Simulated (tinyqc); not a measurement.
# Changing the doping N

Model: specific resistance of a metal-semiconductor contact and its transmission-line measurement. Computed by tinyqc, a small Python program. Command: `OMP_NUM_THREADS=1 python tinyqc.py 3017811 3017812 out.jsonl contact sweep`. One thread of a shared host (Intel(R) Xeon(R) Processor @ 2.30GHz), about 0.02 s of CPU time with the checks.

The barrier is parabolic (depletion approximation), energies E are normal energies counted from the band edge in the neutral semiconductor (downwards for holes), and the bias is zero. xi is an input, held fixed when other inputs move.

Inputs (values chosen for the exercise, modelled on p-type SiGe): tunnelling mass m = 0.28 m_0; permittivity eps = 13; Richardson constant A* = 28.8 A/(cm^2 K^2); barrier height phi_B = 0.33 eV; Fermi level above the band edge in the bulk, xi = -0.14 eV; temperature T = 400 K.

Image-force lowering: included.

Constants: hbar = 1.054571817e-34 J s; eps_0 = 8.8541878128e-12 F/m; m_0 = 9.1093837015e-31 kg; k_B = 8.617333262e-05 eV/K; e = 1.602176634e-19 C.

Method:
- E_00 = (e hbar/2) sqrt(N/(eps eps_0 m)); band bending E_b = phi_B + xi; depletion width w = sqrt(2 eps eps_0 E_b/(e^2 N)). Image lowering d_phi = (e^3 N E_b/(8 pi^2 (eps eps_0)^3))^(1/4) (E_b in volts), and E_b - d_phi replaces E_b everywhere except in w.
- WKB transmission for E < E_b, with a = E/E_b: D = exp{-(E_b/E_00) [sqrt(1 - a) - a ln((1 + sqrt(1 - a))/sqrt(a))]}; D = 1 above.
- At zero bias 1/rho_c = (e A*/k_B^2) int D(E) f(E) dE, f = 1/(1 + exp((E - xi)/k_B T)); 200 Gauss-Legendre points from 0 to E_b, and k_B T ln(1 + exp((xi - E_b)/k_B T)) for the part above the barrier; the share of tunnelling is the part below.

One run for each value; columns: (1) doping N (1/cm^3); (2) specific contact resistance rho_c (ohm cm^2); (3) E_00/k_B T; (4) share of tunnelling (%); (5) depletion width (nm):
```
(1)              (2)     (3)     (4)     (5)
1.00e+17  3.0848e-05  0.0893  34.677  52.250
2.80e+17  2.0253e-05  0.1494  45.387  31.225
7.70e+17  1.1649e-05  0.2477  57.322  18.829
2.20e+18  5.4851e-06  0.4188  69.672  11.140
6.00e+18  2.3246e-06  0.6915  78.633   6.745
1.70e+19  1.0147e-06  1.1640  81.568   4.007
4.60e+19  5.9062e-07  1.9148  75.167   2.436
```

Over the rows, specific contact resistance rho_c (ohm cm^2) falls from 3.08e-5 to 5.91e-7 (exponent d ln y / d ln x -0.41 between the first rows and -0.54 between the last); E_00/k_B T rises from 0.0893 to 1.91 (exponent d ln y / d ln x about 0.50 throughout); share of tunnelling (%) goes from 34.7 through a maximum among these rows, 81.6 at 1.70e19, to 75.2. The exponent of depletion width stays at -0.50: the depletion approximation. xi is held fixed. Doping thins the barrier, and the tunnelling exponent, of order phi_B/E_00, falls as N^(-1/2). In the last rows the barrier is no longer opaque, and rho_c levels off towards the limit set by the supply of carriers. Tunnelling carries half the current between 2.80e17 and 7.70e17 per cm^3. Left out: 1.30e20, 3.60e20, 1.00e21 (the barrier vanishes).

Extremes, crossings and ranges named in words are read from the listed rows.
